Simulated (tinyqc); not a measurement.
Boltzmann transport in a parabolic band with a power-law relaxation time: one step. Reduced Fermi level. Three cases, with inputs chosen for the exercise.

Task: Solve for eta.

F_j(eta) = (1/Gamma(j + 1)) integral_0^infinity x^j dx/(1 + exp(x - eta)), which tends to exp(eta) for eta << 0.

n = N F_1/2(eta) with N = 2 (m kB T/(4 pi c))^(3/2) with c = hbar^2/2m0, in 1/angstrom^3; times 1e24 for 1/cm^3, m = md.

Constants: hbar^2/2m0 = 3.80998211 eV angstrom^2; kB = 8.617333262e-05 eV/K.

Give: N; eta.

Case 1.

Values chosen (out of a larger set: masses near those of Si; tau0 is set for a mobility of the usual size at this n, kL is a free input; freeze-out and phonon drag, which matter near 77 K, are left out; not measured data):
- n = 5.8e+17 1/cm^3 (electron density)
- md = 1.039 m0 (density-of-states mass)
- T = 300 K

Result:

N = 2.658e+19 1/cm^3
eta = -3.8170

Case 2.

Values chosen (out of a larger set: masses near those of InAs; tau0 is set for a mobility of the usual size at this n, kL is a free input; freeze-out and phonon drag, which matter near 77 K, are left out; not measured data):
- n = 1.9e+17 1/cm^3 (electron density)
- md = 0.027 m0 (density-of-states mass)
- T = 200 K

Result:

N = 6.060e+16 1/cm^3
eta = 2.2067

Case 3.

Values chosen (out of a larger set: masses near those of Ge; tau0 is set for a mobility of the usual size at this n, kL is a free input; freeze-out and phonon drag, which matter near 77 K, are left out; not measured data):
- n = 9.4e+16 1/cm^3 (electron density)
- md = 0.542 m0 (density-of-states mass)
- T = 77 K

Result:

N = 1.302e+18 1/cm^3
eta = -2.6029

Computed by tinyqc, one run a case: `OMP_NUM_THREADS=1 python tinyqc.py N N+1 out.jsonl` with N = 1680197, 1680788, 1680917; one thread of a shared Intel(R) Xeon(R) Processor @ 2.30GHz, about 0.01 s a run at most.
